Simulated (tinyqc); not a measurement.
Two electrons on one impurity (helium-like model): one step. Units and equal orbitals. Three cases, with inputs chosen for the exercise.

Problem. Give Ha*, a*, the best common exponent Z - 5/16, E = -(Z - 5/16)^2, and the binding of the second electron -Z^2/2 - E.

Units Ha* = 2 Ry m/eps^2 and a* = a0 eps/m. One electron is bound by Z^2/2. Two electrons in the singlet built from exp(-a r) and exp(-b r): S = 8 (ab)^(3/2)/(a + b)^3, h_aa = a^2/2 - Z a, h_bb alike, h_ab = S (ab/2 - Z (a + b)/2), J = ab (a^2 + 3ab + b^2)/(a + b)^3, K = 20 (ab)^3/(a + b)^5, E = (h_aa + h_bb + 2 S h_ab + J + K)/(1 + S^2). For a = b this is a^2 - 2 Z a + 5a/8. Real double donors are deeper, since the central cell is left out.

Constants: Ry = 13.60569312 eV; a0 (Bohr radius) = 0.5291772105 angstrom.

Case 1.

Values chosen (out of a larger set: near those of impurities in cubic GaN; not measured data): m = 0.205 m0 (one mean mass); eps = 9.4 (dielectric constant); Z = 2 (effective charge (1: D- centre, 2: double donor; other values mimic a central cell)).

Case 2.

Values chosen (out of a larger set: near those of impurities in Ge; not measured data): m = 0.163 m0 (one mean mass); eps = 15.9 (dielectric constant); Z = 2 (effective charge (1: D- centre, 2: double donor; other values mimic a central cell)).

Case 3.

Values chosen (out of a larger set: near those of impurities in 3C SiC; not measured data): m = 0.344 m0 (one mean mass); eps = 9.5 (dielectric constant); Z = 2 (effective charge (1: D- centre, 2: double donor; other values mimic a central cell)).

Give: Ha*; a*; exponent; E with equal orbitals; binding of the second electron.

Solution.

Case 1.

Ha* = 63.132 meV
a* = 24.26 angstrom
exponent = 1.6875
E with equal orbitals = -2.84766 Ha*
binding of the second electron = 53.51 meV

The first electron is bound by 126.3 meV, 2.36 times as much as the second.

Case 2.

Ha* = 17.545 meV
a* = 51.62 angstrom
exponent = 1.6875
E with equal orbitals = -2.84766 Ha*
binding of the second electron = 14.87 meV

The first electron is bound by 35.1 meV, 2.36 times as much as the second.

Case 3.

Ha* = 103.720 meV
a* = 14.61 angstrom
exponent = 1.6875
E with equal orbitals = -2.84766 Ha*
binding of the second electron = 87.92 meV

The first electron is bound by 207.4 meV, 2.36 times as much as the second.

Computed by tinyqc, one run a case: `OMP_NUM_THREADS=1 python tinyqc.py N N+1 out.jsonl` with N = 1281556, 1281682, 1281756; one thread of a shared Intel(R) Xeon(R) Processor @ 2.30GHz, about 0.06 s a run at most.
